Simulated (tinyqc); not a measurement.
Surface potential of a MOS transistor: implicit equation and explicit approximations: one step of the calculation.

p-type body, charge-sheet picture, depletion and inversion only, full ionisation (an idealisation for deep acceptors), Boltzmann statistics (rough once Na exp(x - xn) passes about Nc/7). In units of Vt: xg = (Vg - Vfb)/Vt, x = psi/Vt, G = gamma/sqrt(Vt), xn = (2 phiF + Vc)/Vt. The implicit equation is (xg - x)^2 = G^2 [x - 1 + exp(x - xn)] for x above about 3. Cox = eps0 eox/tox.

Problem. Scales. ni = sqrt(Nc Nv) exp(-Eg/(2 Vt)), Eg in volts; phiF = Vt ln(Na/ni); gamma = sqrt(2 q eps0 eps_r Na)/Cox; VT = Vfb + Vt (xn + G sqrt(xn - 1)).

Values chosen for this exercise; band and dielectric values close to those of silicon:
```
symbol    value   unit                                                                 meaning
T           400      K                                                             temperature
Eg         1.11     eV                                                                band gap
eps_r      11.7                                                          relative permittivity
Nc      4.37e19  cm^-3                                  conduction-band density of states at T
Nv      4.11e19  cm^-3                                     valence-band density of states at T
eox         3.9         relative permittivity of the gate insulator (close to silicon dioxide)
tox           2     nm                                                     insulator thickness
Na       4.1e16  cm^-3                                                        acceptor density
Vfb       -0.68      V                                                       flat-band voltage
Vc          0.2      V                                                    channel-body voltage
Vg         0.05      V                                                       gate-body voltage
```

Constants: q = 1.602176634e-19 C, kB = 1.380649e-23 J/K, Vt = kB T/q, eps0 = 8.8541878128e-14 F/cm where lengths are in cm. Results are converted to the units shown.

Find: phiF; gamma; G; xn; VT; xg.

Solution.

phiF = 0.31575 V
gamma = 0.067569 V^0.5
G = 0.36394
xn = 24.123
VT = 0.21183 V
xg = 21.178

Program tinyqc, `OMP_NUM_THREADS=1 python tinyqc.py 2122062 2122063 out.jsonl`; Intel Xeon 2.30GHz, shared host, one thread, about 0.01 s.
